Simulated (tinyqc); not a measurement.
What each parameter does: heterojunction of two tight-binding chains.

Left chain: hopping -t1, sites at 2 t1 (band bottom 0). Right chain: hopping -t2, sites at dE + 2 t2 (bottom dE). t = c/(m a^2), c = hbar^2/2m0. The bond across the interface is -tc with tc = f sqrt(t1 t2), and the last left site has the extra energy U. In a chain E = bottom + 2t (1 - cos(ka)); the surface Green function of a half chain is g = -exp(ika)/t, with Im k > 0 where cos(ka) > 1.

Constants: hbar^2/2m0 = 3.80998211 eV angstrom^2.

Parameters, chosen for this exercise (masses and offset of the size met at InGaAs / InAlAs; shifted at random, so the results belong to these values and not to a real crystal):
```
symbol  value  unit      meaning
a       5      angstrom  site spacing
m1      0.044  m0        mass on the left
m2      0.081  m0        mass on the right
dE      0.5    eV        band offset
f       1                factor on the interface hopping
U       0.49   eV        extra energy on the last left site
E       0.88   eV        electron energy
```

T = 4 Im(S1) Im(S2) |G|^2 with G = 1/(E - 2 t1 - U - S1 - S2), S1 = -t1 exp(i k1 a), S2 = -(tc^2/t2) exp(i k2 a).

Results for these values:
```
case       T    k1 a    k2 a
base  0.9818  0.5095  0.4533
```

What happens to each result for m2 = 0.0972 m0, all else kept?

Answer: T falls from 0.9818 to 0.9805; k1 a does not change at the printed digits; k2 a rises from 0.4533 to 0.4974.

The same for each parameter in turn:
```
case                 T    k1 a    k2 a
base            0.9818  0.5095  0.4533
m1 = 0.0528 m0  0.9763  0.5594  0.4533
m2 = 0.0972 m0  0.9805  0.5095  0.4974
dE = 0.45 eV    0.9814  0.5095  0.4827
f = 0.9         0.8742  0.5095  0.4533
U = 0.69 eV     0.9634  0.5095  0.4533
a = 4 angstrom  0.9873  0.4060  0.3615
```

Run: tinyqc, `OMP_NUM_THREADS=1 python tinyqc.py 1451003 1451004 out.jsonl`; Intel(R) Xeon(R) Processor @ 2.30GHz, one thread, shared host; about 0.01 s of CPU time with all checks.
